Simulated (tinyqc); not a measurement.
Equal layers of growing thickness: short-period [001] superlattice in sp3s* tight binding.

Planes alternate anion, cation along [001], a/4 apart; at zero in-plane momentum s, pz, s* form one block. All levels of A are shifted so that its Ev (lower root of [[Epa, Vxx], [Vxx, Epc]]) is 0, and those of B so that its Ev is -dEv. A monolayer is an anion plane and the cation plane above it; an anion between unlike cations takes the mean of the two anion levels; each bond takes the couplings of its cation. Block from an anion to the cation above: U with Vss/2 (s,s), Vsapc/2 (s,z), -Vscpa/2 (z,s), Vxx/2 (z,z), Vxapc/2 (s*,z), -Vpaxc/2 (z,s*); to the cation below: the same with the s-z and s*-z signs reversed. The cell of n + m monolayers is closed with the phase exp(2 pi i q). No spin-orbit coupling. In this block 2 (n + m) levels are filled.

For the two lowest empty levels at q = 0: energy, share of the cation weight on A, and Gamma character, the share of the cation amplitudes with Fourier index |j|/(n + m) < 1/4 along the stack (near 1: Gamma-like, near 0: folded from X).

Values chosen for the exercise (A near a published set for GaAs, B for AlAs; shifted at random, so the results belong to these values and not to a real crystal): pA = (-8.323, 1.04, -2.654, 3.661, 8.601, 6.731, -6.456, 1.954, 5.066, 4.485, 5.795, 4.836, 4.815) eV (order Esa, Epa, Esc, Epc, Exa, Exc, Vss, Vxx, Vxy, Vsapc, Vscpa, Vxapc, Vpaxc); pB = (-7.527, 0.981, -1.161, 3.576, 7.47, 6.714, -6.682, 1.879, 4.291, 5.097, 5.496, 4.514, 5.005) eV (the same for B); dEv = 0.48 eV (valence offset: Ev(B) lies this far below Ev(A)); a = 5.658 angstrom (lattice constant, taken common; strain is left out).

n = m.

Lowest empty levels:

| n = m | layer (angstrom) | E1 (eV) | on A | Gamma | E2 (eV) | on A | Gamma |
|---|---|---|---|---|---|---|---|
| 2 | 5.7 | 1.9089 | 0.44 | 0.05 | 1.9805 | 0.69 | 0.87 |
| 3 | 8.5 | 1.8819 | 0.20 | 0.00 | 1.9415 | 0.76 | 0.94 |
| 4 | 11.3 | 1.8432 | 0.18 | 0.09 | 1.9144 | 0.74 | 0.92 |
| 6 | 17.0 | 1.8087 | 0.25 | 0.22 | 1.8367 | 0.73 | 0.83 |
| 8 | 22.6 | 1.7671 | 0.92 | 0.97 | 1.8039 | 0.03 | 0.03 |
| 10 | 28.3 | 1.7223 | 0.96 | 0.99 | 1.7996 | 0.00 | 0.00 |
| 12 | 33.9 | 1.6900 | 0.97 | 1.00 | 1.7958 | 0.01 | 0.00 |
| 14 | 39.6 | 1.6664 | 0.98 | 1.00 | 1.7920 | 0.00 | 0.00 |
| 18 | 50.9 | 1.6354 | 0.99 | 1.00 | 1.7892 | 0.00 | 0.00 |

How do the results move, and what explains it?

At zero in-plane momentum (the in-plane X valleys are left out) the lowest level is X-like for n = 2, 3, 4 and 6 and Gamma-like for the others (a Gamma weight between about 0.35 and 0.65 marks an even mixture, at the crossover). Thin layers push the light Gamma electron up past the heavy X electron, whose share on A runs from 0.18 to 0.44, so for n = 3, 4 and 6 it lies apart from the holes in A (type II); the crossover lies between n = 6 and 8. The crossover moves with dEv and with the electron mass, which this model makes too heavy, so it comes at thinner layers than in the real system. At n = 18 the lowest level lies 0.071 eV above the lowest bulk edge of the two crystals, with 99 % of its cation weight on A.

Computed by tinyqc, a small Python program: `OMP_NUM_THREADS=1 python tinyqc.py 1452355 1452356 out.jsonl` (the numbers bound the seed that draws the inputs); one thread of a shared host (Intel(R) Xeon(R) Processor @ 2.30GHz), about 0.3 s for the whole set of steps.
